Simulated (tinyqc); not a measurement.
Thermal and gravitational stress in a wafer during furnace and rapid thermal processing, and the onset of slip. Changing the temperature T. Computed by tinyqc, a small Python program. Command: `OMP_NUM_THREADS=1 python tinyqc.py 3027270 3027271 out.jsonl slip sweep`. One thread of a shared host (Intel(R) Xeon(R) Processor @ 2.30GHz), about 0.01 s of CPU time with the checks.

A thin free disc in plane stress, isotropic; T(r) = T_centre + dT (r/R)^n with n = 2. Stress is positive in tension; sigma_SB = 5.670374419e-8 W/(m^2 K^4), g = 9.80665 m/s^2.

Inputs (values chosen for the exercise, for a model wafer):
```
quantity                              value        unit
wafer radius R                          225          mm
thickness t                             925  micrometre
Young's modulus E                       158         GPa
expansion alpha                        4.22      1e-6/K
edge less centre temperature dT          19           K
prefactor A of the critical stress  0.00037         MPa
energy U of the critical stress        1.04          eV
density rho                            2330      kg/m^3
heat capacity c                         959    J/(kg K)
conductivity k                         23.9     W/(m K)
wafer spacing s                         9.4          mm
ramp rate                               1.3       K/min
```

Temperature profile: parabolic.

Constants: k_B = 8.617333262e-05 eV/K.

Method:
- With x = r/R: s_rr = alpha E dT (1 - x^n)/(n + 2), s_tt = alpha E dT [1 - (n + 1) x^n]/(n + 2).
- Critical resolved stress tau_c = A exp(U/(k_B T)), a form chosen for the exercise; slip when 0.492799 |s_tt(R)| > tau_c; allowed |dT| = tau_c (n + 2)/(0.492799 n alpha E).
- In a stack heated from the rim, heat flows inward by conduction and by radiation between wafers: k_eff = k + (16/3) sigma_SB T^3 s^2/t (a diffusion estimate with the spacing as path length). A steady ramp gives the parabolic lag dT = rho c (ramp) R^2/(4 k_eff); the allowed ramp uses n = 2.

One run for each value; columns: (1) temperature T (K); (2) critical stress tau_c (MPa); (3) allowed |dT| (K); (4) allowed ramp rate (K/min); (5) resolved over critical stress:
```
(1)     (2)    (3)    (4)    (5)
1000  64.50  392.6  43.97  0.048
1070  29.29  178.3  22.42  0.107
1140  14.65   89.2  12.62  0.213
1210   7.94   48.3   7.70  0.393
1280   4.60   28.0   5.02  0.678
1340   3.02   18.4   3.64  1.034
1410   1.93   11.7   2.61  1.618
1480   1.29    7.8   1.95  2.425
1550   0.89    5.4   1.51  3.505
```

Describe the trends.

Over the rows, critical stress tau_c (MPa) falls from 64.5 to 0.891 (exponent d ln y / d ln x -12 between the first rows and -8.0 between the last); allowed |dT| (K) falls from 393 to 5.42 (exponent d ln y / d ln x -12 between the first rows and -8.0 between the last); allowed ramp rate (K/min) falls from 44.0 to 1.51 (exponent d ln y / d ln x -10.0 between the first rows and -5.5 between the last).

Caution (rows 1000): at lower temperature the exponential form overstates the strength: fracture from edge flaws comes first.
